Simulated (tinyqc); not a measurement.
Cabrera-Mott growth of a thin oxide under its own electric field. From one set of inputs to another, one input at a time. Computed by tinyqc, a small Python program. Command: `OMP_NUM_THREADS=1 python tinyqc.py 3005933 3005934 out.jsonl cabrera ladder`. One thread of a shared host (Intel(R) Xeon(R) Processor @ 2.30GHz), about 0.05 s of CPU time with the checks.

Electrons cross the film freely and set a fixed potential V across it; the field V/x lowers the barrier for ions entering the oxide.

The inputs printed are set A. Inputs not listed in the table keep their values of set A, so the rows need not describe a real material.

Inputs (values chosen for the exercise, for a model metal):

| quantity | value | unit |
|---|---|---|
| barrier W | 1.12 | eV |
| Mott potential V | 0.6 | V |
| ion charge number z | 3 | - |
| half jump distance b | 1.3 | angstrom |
| prefactor u0 = N Omega nu | 4.9e+13 | angstrom/s |
| temperature T | 200 | K |
| starting thickness x0 | 3.1 | angstrom |
| time t | 42000 | s |

Backward hops: kept.

Constants: k_B = 8.617333262e-05 eV/K.

Method. u = u0 exp(-W/(k_B T)), X1 = z b V/(k_B T) with V in volts and k_B T in eV; dx/dt = 2 u sinh(X1/x). t(x) = int_(x0)^x dx / (dx/dt) by Gauss-Legendre quadrature (80 points on each side of (x0 + 2 x)/3), solved for x.

Each row keeps all changes above it:

| input moved | from | to | thickness x (angstrom) | rate at time t (angstrom/s) | field at time t (MV/cm) |
|---|---|---|---|---|---|
| set A | - | - | 6.313e+00 | 6.416e-06 | 9.504e+00 |
| barrier W (eV) | 1.12 | 1.19 | 5.376e+00 | 4.707e-06 | 1.116e+01 |
| temperature T (K) | 200 | 450 | 4.835e+03 | 5.755e-02 | 1.241e-02 |
| Mott potential V (V) | 0.6 | 1.4 | 7.387e+03 | 8.790e-02 | 1.895e-02 |
| time t (s) | 42000 | 150000 | 1.396e+04 | 4.652e-02 | 1.003e-02 |
| prefactor u0 = N Omega nu (angstrom/s) | 4.9e+13 | 2.2e+12 | 2.962e+03 | 9.846e-03 | 4.727e-02 |
| half jump distance b (angstrom) | 1.3 | 1 | 2.597e+03 | 8.637e-03 | 5.391e-02 |

Which inputs carry the difference?

Thickness x goes from 6.31 to 2600, a factor 411 in all. The largest single move comes from temperature T (a factor 900), and prefactor u0 = N Omega nu works against it (a factor 0.212). Rate at time t goes from 6.42e-6 to 0.00864, a factor 1350 in all. The largest single move comes from temperature T (a factor 12200), and prefactor u0 = N Omega nu works against it (a factor 0.212). Field at time t goes from 9.50 to 0.0539, a factor 0.00567 in all. The largest single move comes from temperature T (a factor 0.00111), and prefactor u0 = N Omega nu works against it (a factor 4.71). The single moves hold for this order of the switches; the total does not depend on the order.

Caution (all rows): the starting field or rate is formal: the first layers form as fast as oxygen arrives. Caution (rows temperature T, Mott potential V, time t, prefactor u0 = N Omega nu, half jump distance b): electrons tunnel only through a few nanometres, so beyond about 10 nm a fixed Mott potential is doubtful. Caution (rows Mott potential V, time t, prefactor u0 = N Omega nu, half jump distance b): at x0 the field term exceeds the barrier W, so the first layers form faster than any hopping formula describes; the later thickness hardly depends on x0.

Extremes, crossings and ranges named in words are read from the listed rows.
